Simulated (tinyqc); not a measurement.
Worked calculation: UHF in the sto-6g basis, for H4, spin multiplicity 3. This run ends on a higher stationary point, not on the lowest solution. Computed by tinyqc, a small Python program that keeps every step (integrals from PySCF). Settings: charge = 0, multiplicity = 3, basis = sto-6g, energy threshold = 1e-08, iteration cap = 63, orthogonalisation = symmetric, start = highest core orbitals, DIIS depth = 0, method = UHF. Command: `OMP_NUM_THREADS=1 python tinyqc.py 22327 22328 out.jsonl` (the two numbers bound the seeds that draw the settings). One thread of a shared host (Intel(R) Xeon(R) Processor @ 2.60GHz), about 0.2 s of CPU time with the checks. Later iterations appear only in the table of the cycle.

## One-electron integrals

Geometry (angstrom):
```
atom,x,y,z
H,0.000000,0.000000,0.000000
H,0.000000,0.000000,1.343000
H,0.000000,2.446000,0.000000
H,0.000000,2.446000,1.343000
```

Basis sto-6g: exponents (1/bohr^2) and contraction coefficients of normalised primitives:
```
element,l (shell),exponent,coefficient
H,s (1),35.523221,0.009164
H,s (1),6.513144,0.049361
H,s (1),1.822143,0.168538
H,s (1),0.625955,0.370563
H,s (1),0.243077,0.416492
H,s (1),0.100112,0.130334
```

Overlap, kinetic and nuclear-attraction integrals over the contracted functions; the nuclear repulsion is the sum of Za Zb / Rab.

nuclear repulsion = 1.60001872 hartree

overlap S:
```
,1H 1s,2H 1s,3H 1s,4H 1s
1H 1s,1.000000,0.320128,0.057319,0.031528
2H 1s,0.320128,1.000000,0.031528,0.057319
3H 1s,0.057319,0.031528,1.000000,0.320128
4H 1s,0.031528,0.057319,0.320128,1.000000
```

kinetic energy T (hartree):
```
,1H 1s,2H 1s,3H 1s,4H 1s
1H 1s,0.768522,0.027912,-0.010529,-0.007414
2H 1s,0.027912,0.768522,-0.007414,-0.010529
3H 1s,-0.010529,-0.007414,0.768522,0.027912
4H 1s,-0.007414,-0.010529,0.027912,0.768522
```

nuclear attraction V (hartree):
```
,1H 1s,2H 1s,3H 1s,4H 1s
1H 1s,-2.036532,-0.574816,-0.087565,-0.049526
2H 1s,-0.574816,-2.036532,-0.049526,-0.087565
3H 1s,-0.087565,-0.049526,-2.036532,-0.574816
4H 1s,-0.049526,-0.087565,-0.574816,-2.036532
```

core Hamiltonian H = T + V (hartree):
```
,1H 1s,2H 1s,3H 1s,4H 1s
1H 1s,-1.268009,-0.546903,-0.098094,-0.056940
2H 1s,-0.546903,-1.268009,-0.056940,-0.098094
3H 1s,-0.098094,-0.056940,-1.268009,-0.546903
4H 1s,-0.056940,-0.098094,-0.546903,-1.268009
```

## Two-electron integrals

Functions are numbered as in S; the eight-fold symmetry (ij|kl) = (ji|kl) = (kl|ij) leaves the list below.

Two-electron integrals (ij|kl) in chemists' order, unique and non-zero (hartree):
```
i,j,k,l,(ij|kl)
1,1,1,1,0.774999
2,1,1,1,0.179653
2,1,2,1,0.060298
2,2,1,1,0.380961
2,2,2,1,0.179653
2,2,2,2,0.774999
3,1,1,1,0.023760
3,1,2,1,0.006543
3,1,2,2,0.016465
3,1,3,1,0.001527
3,2,1,1,0.010799
3,2,2,1,0.003804
3,2,2,2,0.012051
3,2,3,1,0.000737
3,2,3,2,0.000434
3,3,1,1,0.216196
3,3,2,1,0.066366
3,3,2,2,0.189604
3,3,3,1,0.023760
3,3,3,2,0.012051
3,3,3,3,0.774999
4,1,1,1,0.012051
4,1,2,1,0.003804
4,1,2,2,0.010799
4,1,3,1,0.000737
4,1,3,2,0.000424
4,1,3,3,0.010799
4,1,4,1,0.000434
4,2,1,1,0.016465
4,2,2,1,0.006543
4,2,2,2,0.023760
4,2,3,1,0.001064
4,2,3,2,0.000737
4,2,3,3,0.016465
4,2,4,1,0.000737
4,2,4,2,0.001527
4,3,1,1,0.066366
4,3,2,1,0.021818
4,3,2,2,0.066366
4,3,3,1,0.006543
4,3,3,2,0.003804
4,3,3,3,0.179653
4,3,4,1,0.003804
4,3,4,2,0.006543
4,3,4,3,0.060298
4,4,1,1,0.189604
4,4,2,1,0.066366
4,4,2,2,0.216196
4,4,3,1,0.016465
4,4,3,2,0.010799
4,4,3,3,0.380961
4,4,4,1,0.012051
4,4,4,2,0.023760
4,4,4,3,0.179653
4,4,4,4,0.774999
```

## Orthogonalisation

S = U s U^T; symmetric (Loewdin) form X = U s^(-1/2) U^T, so that X^T S X = 1.

eigenvalues of S: 0.654081  0.705663  1.231280  1.408975

X:
```
,1H 1s,2H 1s,3H 1s,4H 1s
1H 1s,1.042638,-0.170809,-0.026198,-0.003173
2H 1s,-0.170809,1.042638,-0.003173,-0.026198
3H 1s,-0.026198,-0.003173,1.042638,-0.170809
4H 1s,-0.003173,-0.026198,-0.170809,1.042638
```

## Starting guess

The start is the highest orbitals of the core Hamiltonian (a deliberately bad start); D(s) = C_occ C_occ^T for each spin.

D(alpha) at the start:
```
,1H 1s,2H 1s,3H 1s,4H 1s
1H 1s,0.939533,-0.533451,-0.230980,-0.175102
2H 1s,-0.533451,0.939533,-0.175102,-0.230980
3H 1s,-0.230980,-0.175102,0.939533,-0.533451
4H 1s,-0.175102,-0.230980,-0.533451,0.939533
```

D(beta) at the start:
```
,1H 1s,2H 1s,3H 1s,4H 1s
1H 1s,0.382215,-0.382215,-0.382215,0.382215
2H 1s,-0.382215,0.382215,0.382215,-0.382215
3H 1s,-0.382215,0.382215,0.382215,-0.382215
4H 1s,0.382215,-0.382215,-0.382215,0.382215
```

## Iteration 1: building the Fock matrix

J_ij = sum D_kl (ij|kl) with D = D(alpha) + D(beta), K_ij = sum D_kl (ik|jl) for each spin; F = H + J - K(s); E = tr D H + tr D J / 2 - 0.5 sum_s tr D(s) K(s) + E_nn.

Coulomb J (hartree):
```
,1H 1s,2H 1s,3H 1s,4H 1s
1H 1s,1.573842,0.487074,0.079804,0.045018
2H 1s,0.487074,1.573842,0.045018,0.079804
3H 1s,0.079804,0.045018,1.573842,0.487074
4H 1s,0.045018,0.079804,0.487074,1.573842
```

exchange K(alpha) (hartree):
```
,1H 1s,2H 1s,3H 1s,4H 1s
1H 1s,0.574927,0.087672,-0.045634,-0.054968
2H 1s,0.087672,0.574927,-0.054968,-0.045634
3H 1s,-0.045634,-0.054968,0.574927,0.087672
4H 1s,-0.054968,-0.045634,0.087672,0.574927
```

exchange K(beta) (hartree):
```
,1H 1s,2H 1s,3H 1s,4H 1s
1H 1s,0.175260,-0.029091,-0.032608,0.028805
2H 1s,-0.029091,0.175260,0.028805,-0.032608
3H 1s,-0.032608,0.028805,0.175260,-0.029091
4H 1s,0.028805,-0.032608,-0.029091,0.175260
```

F(alpha) (hartree):
```
,1H 1s,2H 1s,3H 1s,4H 1s
1H 1s,-0.269094,-0.147501,0.027343,0.043046
2H 1s,-0.147501,-0.269094,0.043046,0.027343
3H 1s,0.027343,0.043046,-0.269094,-0.147501
4H 1s,0.043046,0.027343,-0.147501,-0.269094
```

F(beta) (hartree):
```
,1H 1s,2H 1s,3H 1s,4H 1s
1H 1s,0.130573,-0.030739,0.014318,-0.040727
2H 1s,-0.030739,0.130573,-0.040727,0.014318
3H 1s,0.014318,-0.040727,0.130573,-0.030739
4H 1s,-0.040727,0.014318,-0.030739,0.130573
```

total energy of this density = -0.94843025 hartree

## Iteration 1: diagonalisation and new density

Diagonalise F' = X^T F X, C = X C', fill 3 alpha and 1 beta electrons from the bottom; D(s) = C_occ C_occ^T. Each column has its largest component positive (the first on a tie).

F' = X^T F X (alpha) (hartree):
```
,1,2,3,4
1,-0.249420,-0.071193,0.029281,0.045617
2,-0.071193,-0.249420,0.045617,0.029281
3,0.029281,0.045617,-0.249420,-0.071193
4,0.045617,0.029281,-0.071193,-0.249420
```

orbital energies (alpha) (hartree): MO1 -0.395511, MO2 -0.245715, MO3 -0.194563, MO4 -0.161892

coefficients C (alpha):
```
,MO1,MO2,MO3,MO4
1H 1s,0.450600,0.421229,0.595211,0.618236
2H 1s,0.450600,0.421229,-0.595211,-0.618236
3H 1s,-0.450600,0.421229,0.595211,-0.618236
4H 1s,-0.450600,0.421229,-0.595211,0.618236
```

F' = X^T F X (beta) (hartree):
```
,1,2,3,4
1,0.155927,-0.078606,0.023428,-0.048637
2,-0.078606,0.155927,-0.048637,0.023428
3,0.023428,-0.048637,0.155927,-0.078606
4,-0.048637,0.023428,-0.078606,0.155927
```

orbital energies (beta) (hartree): MO1 0.052112, MO2 0.102530, MO3 0.162468, MO4 0.306599

coefficients C (beta):
```
,MO1,MO2,MO3,MO4
1H 1s,0.421229,0.450600,0.618236,0.595211
2H 1s,0.421229,0.450600,-0.618236,-0.595211
3H 1s,0.421229,-0.450600,-0.618236,0.595211
4H 1s,0.421229,-0.450600,0.618236,-0.595211
```

D(alpha) after iteration 1:
```
,1H 1s,2H 1s,3H 1s,4H 1s
1H 1s,0.734751,0.026198,0.328670,-0.379883
2H 1s,0.026198,0.734751,-0.379883,0.328670
3H 1s,0.328670,-0.379883,0.734751,0.026198
4H 1s,-0.379883,0.328670,0.026198,0.734751
```

D(beta) after iteration 1:
```
,1H 1s,2H 1s,3H 1s,4H 1s
1H 1s,0.177434,0.177434,0.177434,0.177434
2H 1s,0.177434,0.177434,0.177434,0.177434
3H 1s,0.177434,0.177434,0.177434,0.177434
4H 1s,0.177434,0.177434,0.177434,0.177434
```

## Iteration 2: building the Fock matrix

As before.

Coulomb J (hartree):
```
,1H 1s,2H 1s,3H 1s,4H 1s
1H 1s,1.556273,0.492438,0.080740,0.045929
2H 1s,0.492438,1.556273,0.045929,0.080740
3H 1s,0.080740,0.045929,1.556273,0.492438
4H 1s,0.045929,0.080740,0.492438,1.556273
```

exchange K(alpha) (hartree):
```
,1H 1s,2H 1s,3H 1s,4H 1s
1H 1s,0.628620,0.272682,0.069301,-0.008389
2H 1s,0.272682,0.628620,-0.008389,0.069301
3H 1s,0.069301,-0.008389,0.628620,0.272682
4H 1s,-0.008389,0.069301,0.272682,0.628620
```

exchange K(beta) (hartree):
```
,1H 1s,2H 1s,3H 1s,4H 1s
1H 1s,0.228953,0.155920,0.082326,0.075383
2H 1s,0.155920,0.228953,0.075383,0.082326
3H 1s,0.082326,0.075383,0.228953,0.155920
4H 1s,0.075383,0.082326,0.155920,0.228953
```

F(alpha) (hartree):
```
,1H 1s,2H 1s,3H 1s,4H 1s
1H 1s,-0.340356,-0.327147,-0.086655,-0.002621
2H 1s,-0.327147,-0.340356,-0.002621,-0.086655
3H 1s,-0.086655,-0.002621,-0.340356,-0.327147
4H 1s,-0.002621,-0.086655,-0.327147,-0.340356
```

F(beta) (hartree):
```
,1H 1s,2H 1s,3H 1s,4H 1s
1H 1s,0.059311,-0.210385,-0.099680,-0.086394
2H 1s,-0.210385,0.059311,-0.086394,-0.099680
3H 1s,-0.099680,-0.086394,0.059311,-0.210385
4H 1s,-0.086394,-0.099680,-0.210385,0.059311
```

total energy of this density = -1.70418015 hartree

## Iteration 2: diagonalisation and new density

As before.

F' = X^T F X (alpha) (hartree):
```
,1,2,3,4
1,-0.259063,-0.244302,-0.078395,0.044646
2,-0.244302,-0.259063,0.044646,-0.078395
3,-0.078395,0.044646,-0.259063,-0.244302
4,0.044646,-0.078395,-0.244302,-0.259063
```

orbital energies (alpha) (hartree): MO1 -0.537114, MO2 -0.469615, MO3 -0.137803, MO4 0.108281

coefficients C (alpha):
```
,MO1,MO2,MO3,MO4
1H 1s,0.421229,0.450600,0.595211,0.618236
2H 1s,0.421229,0.450600,-0.595211,-0.618236
3H 1s,0.421229,-0.450600,0.595211,-0.618236
4H 1s,0.421229,-0.450600,-0.595211,0.618236
```

F' = X^T F X (beta) (hartree):
```
,1,2,3,4
1,0.146285,-0.251715,-0.084248,-0.049608
2,-0.251715,0.146285,-0.049608,-0.084248
3,-0.084248,-0.049608,0.146285,-0.251715
4,-0.049608,-0.084248,-0.251715,0.146285
```

orbital energies (beta) (hartree): MO1 -0.239286, MO2 0.028426, MO3 0.363359, MO4 0.432641

coefficients C (beta):
```
,MO1,MO2,MO3,MO4
1H 1s,0.421229,0.450600,0.595211,0.618236
2H 1s,0.421229,0.450600,-0.595211,-0.618236
3H 1s,0.421229,-0.450600,0.595211,-0.618236
4H 1s,0.421229,-0.450600,-0.595211,0.618236
```

D(alpha) after iteration 2:
```
,1H 1s,2H 1s,3H 1s,4H 1s
1H 1s,0.734751,0.026198,0.328670,-0.379883
2H 1s,0.026198,0.734751,-0.379883,0.328670
3H 1s,0.328670,-0.379883,0.734751,0.026198
4H 1s,-0.379883,0.328670,0.026198,0.734751
```

D(beta) after iteration 2:
```
,1H 1s,2H 1s,3H 1s,4H 1s
1H 1s,0.177434,0.177434,0.177434,0.177434
2H 1s,0.177434,0.177434,0.177434,0.177434
3H 1s,0.177434,0.177434,0.177434,0.177434
4H 1s,0.177434,0.177434,0.177434,0.177434
```

## Iteration 3: building the Fock matrix

As before.

Coulomb J (hartree):
```
,1H 1s,2H 1s,3H 1s,4H 1s
1H 1s,1.556273,0.492438,0.080740,0.045929
2H 1s,0.492438,1.556273,0.045929,0.080740
3H 1s,0.080740,0.045929,1.556273,0.492438
4H 1s,0.045929,0.080740,0.492438,1.556273
```

exchange K(alpha) (hartree):
```
,1H 1s,2H 1s,3H 1s,4H 1s
1H 1s,0.628620,0.272682,0.069301,-0.008389
2H 1s,0.272682,0.628620,-0.008389,0.069301
3H 1s,0.069301,-0.008389,0.628620,0.272682
4H 1s,-0.008389,0.069301,0.272682,0.628620
```

exchange K(beta) (hartree):
```
,1H 1s,2H 1s,3H 1s,4H 1s
1H 1s,0.228953,0.155920,0.082326,0.075383
2H 1s,0.155920,0.228953,0.075383,0.082326
3H 1s,0.082326,0.075383,0.228953,0.155920
4H 1s,0.075383,0.082326,0.155920,0.228953
```

F(alpha) (hartree):
```
,1H 1s,2H 1s,3H 1s,4H 1s
1H 1s,-0.340356,-0.327147,-0.086655,-0.002621
2H 1s,-0.327147,-0.340356,-0.002621,-0.086655
3H 1s,-0.086655,-0.002621,-0.340356,-0.327147
4H 1s,-0.002621,-0.086655,-0.327147,-0.340356
```

F(beta) (hartree):
```
,1H 1s,2H 1s,3H 1s,4H 1s
1H 1s,0.059311,-0.210385,-0.099680,-0.086394
2H 1s,-0.210385,0.059311,-0.086394,-0.099680
3H 1s,-0.099680,-0.086394,0.059311,-0.210385
4H 1s,-0.086394,-0.099680,-0.210385,0.059311
```

total energy of this density = -1.70418015 hartree

## Iteration 3 (converged): orbitals

As before.

F' = X^T F X (alpha) (hartree):
```
,1,2,3,4
1,-0.259063,-0.244302,-0.078395,0.044646
2,-0.244302,-0.259063,0.044646,-0.078395
3,-0.078395,0.044646,-0.259063,-0.244302
4,0.044646,-0.078395,-0.244302,-0.259063
```

orbital energies (alpha) (hartree): MO1 -0.537114, MO2 -0.469615, MO3 -0.137803, MO4 0.108281

coefficients C (alpha):
```
,MO1,MO2,MO3,MO4
1H 1s,0.421229,0.450600,0.595211,0.618236
2H 1s,0.421229,0.450600,-0.595211,-0.618236
3H 1s,0.421229,-0.450600,0.595211,-0.618236
4H 1s,0.421229,-0.450600,-0.595211,0.618236
```

F' = X^T F X (beta) (hartree):
```
,1,2,3,4
1,0.146285,-0.251715,-0.084248,-0.049608
2,-0.251715,0.146285,-0.049608,-0.084248
3,-0.084248,-0.049608,0.146285,-0.251715
4,-0.049608,-0.084248,-0.251715,0.146285
```

orbital energies (beta) (hartree): MO1 -0.239286, MO2 0.028426, MO3 0.363359, MO4 0.432641

coefficients C (beta):
```
,MO1,MO2,MO3,MO4
1H 1s,0.421229,0.450600,0.595211,0.618236
2H 1s,0.421229,0.450600,-0.595211,-0.618236
3H 1s,0.421229,-0.450600,0.595211,-0.618236
4H 1s,0.421229,-0.450600,-0.595211,0.618236
```

D(alpha) after iteration 3:
```
,1H 1s,2H 1s,3H 1s,4H 1s
1H 1s,0.734751,0.026198,0.328670,-0.379883
2H 1s,0.026198,0.734751,-0.379883,0.328670
3H 1s,0.328670,-0.379883,0.734751,0.026198
4H 1s,-0.379883,0.328670,0.026198,0.734751
```

D(beta) after iteration 3:
```
,1H 1s,2H 1s,3H 1s,4H 1s
1H 1s,0.177434,0.177434,0.177434,0.177434
2H 1s,0.177434,0.177434,0.177434,0.177434
3H 1s,0.177434,0.177434,0.177434,0.177434
4H 1s,0.177434,0.177434,0.177434,0.177434
```

## Convergence

Stop when the energy changes by less than 1e-08 hartree and every element of the error matrix X^T (F D S - S D F) X (for each spin) is below 3e-05.

Course of the cycle:
```
iteration,E (hartree),change,largest element of the error matrix
1,-0.94843025,-,1.12e-15
2,-1.70418015,-7.56e-01,1.11e-14
3,-1.70418015,-8.88e-16,8.18e-15
```

PySCF UHF in the same basis, after a stability check = -1.85827687 hartree

Converged in 3 iterations. But the solution lies 0.15410 hartree above the reference: it is another stationary point, not the lowest one. Reruns (cap 100 unless said): DIIS 8: converged in 3 to a higher stationary point; damping 0.5: converged in 28 to a higher stationary point; level shift 0.5: converged in 2 to a higher stationary point; atomic densities as start, DIIS 8: converged in 3 to a higher stationary point.

## Populations, bond orders and dipole

Mulliken: Z minus the diagonal of D S on the atom; Loewdin: the same with S^(1/2) D S^(1/2); Mayer order: 2 sum_s sum (D(s) S)_ij (D(s) S)_ji over the two atoms.

Charges (e):
```
atom,Mulliken,Loewdin,Mulliken spin
1H,0,0,0.500000
2H,0,0,0.500000
3H,0,0,0.500000
4H,0,0,0.500000
```

Mayer bond orders:
```
pair,order
2-1,0.250000
3-1,0.250000
3-2,0.250000
4-1,0.250000
4-2,0.250000
4-3,0.250000
```

dipole moment about the origin, x y z (debye): 0.000000  0.000000  0.000000

<S^2> of the determinant (pure state: 2) = 2.000000
